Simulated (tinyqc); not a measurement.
Double-gate transistor below threshold, two-dimensional Poisson equation on a small mesh: one step of the calculation.

Half of a symmetric double-gate structure: row 0 is the mid-plane of the body, where the normal field vanishes. Mobile charge is neglected (subthreshold), the body is fully depleted, and potentials are counted from the intrinsic level; rows run upward to the gate, columns from source to drain.

Problem. Barrier, swing and barrier lowering. The barrier is read along row 0, the path farthest from the gate. Take the node j of lowest psi: barrier Vbi - psi_j; swing Vt ln 10/(d psi_j/dVg); DIBL = (d psi_j/dVd)/(d psi_j/dVg). The derivatives solve the same equations with s = 0 and a unit change of that voltage.

Inputs (values chosen for the exercise):
- T = 300 K (temperature)
- Vbi = 0.48 V (potential of the source)

Constants: q = 1.602176634e-19 C, kB = 1.380649e-23 J/K, Vt = kB T/q. Results are converted to the units shown.

converged psi (V):
```
              j=0         j=1         j=2         j=3         j=4         j=5
row 0   0.4800000   0.1509920   0.0535675   0.1548227   0.5517601   1.4800000
row 1   0.4800000   0.1308893   0.0363210   0.1291559   0.5056401   1.4800000
row 2   0.4800000   0.0665952  -0.0134607   0.0542444   0.3557222   1.4800000
row 3   0.1700000  -0.0271298  -0.0716283  -0.0347770   0.1312386   0.6700000
row 4  -0.1400000  -0.1400000  -0.1400000  -0.1400000  -0.1400000  -0.1400000
```

d psi/dVg on row 0: j=0 0.00000000, j=1 0.56127139, j=2 0.78196863, j=3 0.78196863, j=4 0.56127139, j=5 0.00000000
d psi/dVd on row 0: j=0 0.0000000, j=1 0.0189803, j=2 0.0583881, j=3 0.1596433, j=4 0.4197483, j=5 1.0000000

Wanted: j; barrier; swing; DIBL.

Solution.

j = 2
barrier = 0.4264 V
swing = 76.12 mV/decade
DIBL = 74.67 mV/V

tinyqc, about 0.1 s, one thread, Intel Xeon 2.30GHz (shared host): `OMP_NUM_THREADS=1 python tinyqc.py 2480145 2480146 out.jsonl`
